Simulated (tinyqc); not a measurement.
# Changing the shear strain e_s

Model: valley-orbit splitting of a donor ground state, with strain. Computed by tinyqc, a small Python program. Command: `OMP_NUM_THREADS=1 python tinyqc.py 3026083 3026084 out.jsonl valleyorbit sweep`. One thread of a shared host (Intel(R) Xeon(R) Processor @ 2.30GHz), about 0.01 s of CPU time with the checks.

The basis is the 1s envelope in each valley; energies are counted from the unstrained conduction-band edge. The strain is e_s (a a^T - 1/3) for the unit stress axis a, so valley j along n_j moves by Xi_u e_s w_j with w_j = (n_j.a)^2 - 1/3: +2/3 for [111], -2/9 for the others.

Inputs (values chosen for the exercise, modelled on donors in germanium):
```
quantity,value,unit
single-valley binding energy E_0,9.46,meV
central-cell shift Lambda,0.47,meV
coupling Delta_1,0.27,meV
shear deformation potential Xi_u,16,eV
temperature T,50,K
donor density N_D,8.5e+14,cm^-3
density-of-states mass of one valley m_e,0.216,m_0
```

Valleys: four along <111>. Stress axis: [111].

Constants: k_B = 8.617333262e-05 eV/K; m_0 = 9.1093837015e-31 kg; k_B = 1.380649e-23 J/K; h = 6.62607015e-34 J s.

Method:
- H_jj = -(E_0 + Lambda) + Xi_u e_s w_j; H_jk = -Delta_1 between any two valleys.
- Diagonalise H; the ground vector has positive components. The density at the nucleus, and so the contact hyperfine coupling, scales as (sum_j c_j)^2/(number of valleys), which is 1 without strain; the envelopes are held fixed.
- The binding energy is counted from the lowest valley edge, min_j Xi_u e_s w_j; the gap is from the ground state to the next level.
- z = sum over levels of exp(-(E - E_ground)/k_B T), the ground-state share being 1/z; N_c = 2 (2 pi m_e k_B T/h^2)^(3/2) sum_j exp(-(shift_j - lowest shift)/k_B T); n1 = N_c/(2 z) exp(-binding/k_B T), binding = lowest shift - E_ground; without compensation n = 2 N_D/(1 + sqrt(1 + 4 N_D/n1)) (Boltzmann statistics; p and higher states left out).

One run for each value:
```
shear strain e_s,hyperfine ratio A/A_0,binding energy under strain (meV),gap to the first excited state (meV),free electrons n (cm^-3)
0.00002,0.99014,10.681,1.0212,7.7867e+14
0.00004,0.97028,10.641,0.9809,7.7867e+14
0.00008,0.92920,10.592,0.9315,7.7867e+14
0.00016,0.87376,10.546,0.8856,7.7867e+14
0.00032,0.82413,10.513,0.8526,7.7868e+14
0.00063,0.79122,10.493,0.8330,7.7870e+14
0.00130,0.77096,10.481,0.8215,7.7874e+14
0.00250,0.76113,10.476,0.8161,7.7877e+14
0.00500,0.75563,10.473,0.8131,7.7878e+14
```

Over the rows, hyperfine ratio A/A_0 falls from 0.990 to 0.756 (exponent d ln y / d ln x -0.029 between the first rows and -0.010 between the last); binding energy under strain (meV) falls from 10.68 to 10.47 (exponent d ln y / d ln x -0.0055 between the first rows and -4.1e-4 between the last); gap to the first excited state (meV) falls from 1.02 to 0.813 (exponent d ln y / d ln x -0.058 between the first rows and -0.0053 between the last). Strain moves the ground state into the lowered valleys, so fewer valleys add in phase at the nucleus and less valley-orbit energy is gained.

Caution (all rows): k_B T exceeds a third of E_0, so the p and higher states, left out, hold part of the bound electrons.

Extremes, crossings and ranges named in words are read from the listed rows.
